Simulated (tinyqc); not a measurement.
Susceptibility above T_c: two-sublattice mean-field magnet: ferrimagnet, compensation points and susceptibility. Computed by tinyqc, a small Python program. Command: `OMP_NUM_THREADS=1 python tinyqc.py 3019436 3019437 out.jsonl ferri walk`. One thread of a shared host (Intel(R) Xeon(R) Processor @ 2.30GHz), about 0.01 s of CPU time with the checks.

A random alloy A(1-x)B(x) with H = -sum over pairs J S_i.S_j. a = <S_A> and b = <S_B> are taken along z, a > 0. Exchange fields: h_A = (1 - x) zJ_AA a + x zJ_AB b, h_B = (1 - x) zJ_AB a + x zJ_BB b; a = S_A B_(S_A)(S_A h_A/(k_B T)) and likewise for b, with the Brillouin function B_S(y) = [(2S + 1)/(2S)] coth[(2S + 1) y/(2S)] - [1/(2S)] coth[y/(2S)].

Inputs (values chosen for the exercise, for a model ferrimagnet): spin S_A = 1.5; spin S_B = 3.5; g factor g_A = 2.2; g factor g_B = 2; fraction x of B sites = 0.2; z J_AA = 48.8 meV; z J_BB = 3.1 meV; z J_AB = -23 meV; T over T_c = 0.83.

Constants: k_B = 8.617333262e-05 eV/K.

Method. Linearised, T (a, b) = M (a, b) with M_ij = S_i (S_i + 1) c_j zJ_ij/(3 k_B), c_A = 1 - x, c_B = x. T_c is the larger eigenvalue, and its eigenvector gives b/a at onset, (T_c - M_AA)/M_AB. With a field B, T (a, b) = M (a, b) + (mu_B B/(3 k_B)) (g_A S_A (S_A + 1), g_B S_B (S_B + 1)). chi = m/B per site; C = mu_B [(1 - x) g_A^2 S_A (S_A + 1) + x g_B^2 S_B (S_B + 1)]/(3 k_B); the table gives C/chi, which tends to T - theta.

T_c = 682.346 K

M (K), rows A, B:
$$\begin{pmatrix}
566.30 & -66.73 \\
-1121.00 & 37.77
\end{pmatrix}$$

Inverse susceptibility:
```
T (K)   C/chi (K)  T - C/chi (K)
696.0        75.6         620.44
750.6       290.9         459.72
852.9       535.2         317.71
1023.5      804.3         219.25
1364.7     1217.7         146.96
2047.0     1945.4         101.64
3411.7     3335.8          75.98
6823.5     6762.7          60.71
```

T - C/chi sinks from 620 K just above T_c to 61 K at 10 T_c, on its way to the asymptotic theta. The curve of 1/chi is a hyperbola that bends down to zero at T_c = 682 K, so a Curie-Weiss line fitted at high T misses T_c.
